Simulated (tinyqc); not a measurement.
Schottky barrier on an n-type semiconductor, non-linear Poisson equation by Newton steps: two steps of the calculation.

One dimension, metal at x = 0, donor density C(x) = Nd, uniform. Energies are counted from the electron Fermi level of the semiconductor and the conduction-band edge is Ec = -psi, so n = Nc exp(psi/Vt); holes follow the Fermi level of the metal, at -V, so p = Nv exp((V - psi - Eg)/Vt). Ends: psi(0) = V - phiB and psi = Vt ln(Nd/Nc) deep inside. Boltzmann statistics, full ionisation, no current, no image force in the Poisson equation.

Values chosen for this exercise; band and dielectric values close to those of germanium: temperature T = 300 K; band gap Eg = 0.661 eV; conduction-band density of states at T Nc = 1.06e19 cm^-3; valence-band density of states at T Nv = 6.02e18 cm^-3; bias of the metal against the semiconductor V = 0 V.

Constants: q = 1.602176634e-19 C, kB = 1.380649e-23 J/K, Vt = kB T/q. Results are converted to the units shown.

Question 1. Densities, residual and Jacobian diagonal. n_i = Nc exp(psi_i/Vt), p_i = Nv exp((V - psi_i - Eg)/Vt), rho_i = p_i - n_i + C_i, g_i = (n_i + p_i)/Vt. Box widths w_i = (h_(i-1) + h_i)/2 in cm. Residual F_i = a_i (psi_(i+1) - psi_i) - a_(i-1) (psi_i - psi_(i-1)) + q rho_i w_i; Jacobian: a_(i-1) and a_i beside the diagonal, b_i = -a_(i-1) - a_i - q g_i w_i on it. The two end nodes are fixed.

```
node  x (nm)  psi at the start (V)  donor density C (cm^-3)
0          0           -0.42000000                   8.9e16
1         10           -0.34714573                   8.9e16
2       21.4           -0.27660427                   8.9e16
3       34.5           -0.21200459                   8.9e16
4       49.3           -0.16019988                   8.9e16
5       66.3           -0.12842117                   8.9e16
6       85.7           -0.12357186                   8.9e16
7        108           -0.12357186                   8.9e16
8        133           -0.12357186                   8.9e16
9        162           -0.12357186                   8.9e16
10       195           -0.12357186                   8.9e16
11       233           -0.12357186                   8.9e16
```

coupling a_i, interval 0 to 10 (F/cm^2): 1.3901075e-6  1.2193925e-6  1.0611508e-6  9.3926182e-7  8.1771029e-7  7.1655025e-7  6.2336659e-7  5.5604299e-7  4.7934741e-7  4.2124469e-7  3.6581776e-7

Wanted: n; p; residual F; diagonal b.

Answer 1.

```
node  n (cm^-3)  p (cm^-3)
0     9.3243e11  5.3824e14
1     1.5614e13  3.2142e13
2     2.3909e14  2.0991e12
3     2.9093e15  1.7251e11
4     2.1581e16  2.3255e10
5     7.3778e16   6.8025e9
6     8.9000e16   5.6390e9
7     8.9000e16   5.6390e9
8     8.9000e16   5.6390e9
9     8.9000e16   5.6390e9
10    8.9000e16   5.6390e9
11    8.9000e16   5.6390e9
```

```
node  residual F (1e-8 C/cm^2)  diagonal b (F/cm^2)
1                       0.0003           -2.6098e-6
2                      -0.0047           -2.2824e-6
3                      -0.0650           -2.0256e-6
4                      -0.5498           -1.9696e-6
5                      -1.8072           -2.3664e-6
6                      -0.3475           -2.4900e-6
7                       0.0000           -2.4839e-6
8                       0.0000           -2.5246e-6
9                       0.0000           -2.6105e-6
10                      0.0000           -2.7452e-6
```

Question 2. Newton step. Solve the tridiagonal system a_(i-1) d_(i-1) + b_i d_i + a_i d_(i+1) = -F_i for nodes 1 to 10, with d = 0 on fixed nodes. If the largest |d| exceeds 4 Vt, the whole step is scaled down so that it equals 4 Vt.

coupling a_i, interval 0 to 10 (F/cm^2): 1.3901075e-6  1.2193925e-6  1.0611508e-6  9.3926182e-7  8.1771029e-7  7.1655025e-7  6.2336659e-7  5.5604299e-7  4.7934741e-7  4.2124469e-7  3.6581776e-7

```
node  diagonal b (F/cm^2)  residual F (C/cm^2)
1           -2.6098167e-6        2.8334930e-12
2           -2.2823744e-6       -4.6513109e-11
3           -2.0255663e-6       -6.5019619e-10
4           -1.9696293e-6        -5.4976023e-9
5           -2.3664319e-6        -1.8072232e-8
6           -2.4899552e-6        -3.4747765e-9
7           -2.4838896e-6        2.1366954e-15
8           -2.5246488e-6        2.4393563e-15
9           -2.6104813e-6        2.8007424e-15
10          -2.7451614e-6        3.2073018e-15
```

psi at the start, node 0 to 11 (V): -0.42000000  -0.34714573  -0.27660427  -0.21200459  -0.16019988  -0.12842117  -0.12357186  -0.12357186  -0.12357186  -0.12357186  -0.12357186  -0.12357186

Wanted: Newton step d, before damping; psi after iteration 1.

Answer 2.

Newton step d, before damping, node 1 to 10 (V): -0.002756  -0.005901  -0.009481  -0.013087  -0.013910  -0.005781  -0.001529  -0.000349  -0.000066  -0.000010
psi after iteration 1, node 0 to 11 (V): -0.42000  -0.34990  -0.28250  -0.22149  -0.17329  -0.14233  -0.12935  -0.12510  -0.12392  -0.12364  -0.12358  -0.12357

Program tinyqc, `OMP_NUM_THREADS=1 python tinyqc.py 2020010 2020011 out.jsonl`; Intel Xeon 2.30GHz, shared host, one thread, about 0.04 s.
